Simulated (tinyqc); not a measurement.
Quantum-well laser, gain and threshold: one step of the calculation.

One electron and one heavy-hole subband per well, parabolic, with equal sheet densities n of electrons and holes; k-conserving transitions, TE polarisation, no line broadening, so the gain starts as a step at E0 and peaks there. All wells are pumped alike.

Task. Gain spectrum at threshold. At photon energy E: fe = 1/(1 + exp(((mr/me)(E - E0) - Fc)/Vt)), fh = 1/(1 + exp(((mr/mh)(E - E0) - Fv)/Vt)), g = g0(E0)(E0/E)(fe + fh - 1).

Values chosen for this exercise; well values close to those of InGaAsP:
```
symbol,value,unit,meaning
T,300,K,temperature
E0,0.844,eV,lowest transition energy
me,0.0464,m0,in-plane electron mass
mh,0.286,m0,in-plane hole mass
```

Constants: q = 1.602176634e-19 C, kB = 1.380649e-23 J/K, Vt = kB T/q. Results are converted to the units shown.

E - E0, point 0 to 7 (eV): [0, 0.002, 0.004, 0.006, 0.008, 0.01, 0.012, 0.014]
Fc = 0.038861959 eV
Fv = -0.029581368 eV
mr = 0.039922984 m0
g0(E0) = 18622.943 1/cm

Find: fe; fh; g.

Result.

fe, point 0 to 7: [0.81806, 0.80794, 0.79740, 0.78643, 0.77504, 0.76322, 0.75098, 0.73833]
fh, point 0 to 7: [0.24154, 0.23957, 0.23760, 0.23565, 0.23371, 0.23179, 0.22987, 0.22796]
g, point 0 to 7 (1/cm): [1109.9, 882.6, 648.8, 408.4, 161.5, -91.9, -351.6, -617.5]

The gain turns into absorption at E - E0 = Fc + Fv = 0.00928 eV (Bernard-Duraffourg condition), inside the listed range.

Computed by the program tinyqc: `OMP_NUM_THREADS=1 python tinyqc.py 2840003 2840004 out.jsonl`, one thread of a shared Intel Xeon 2.30GHz, about 0.01 s for the whole run.
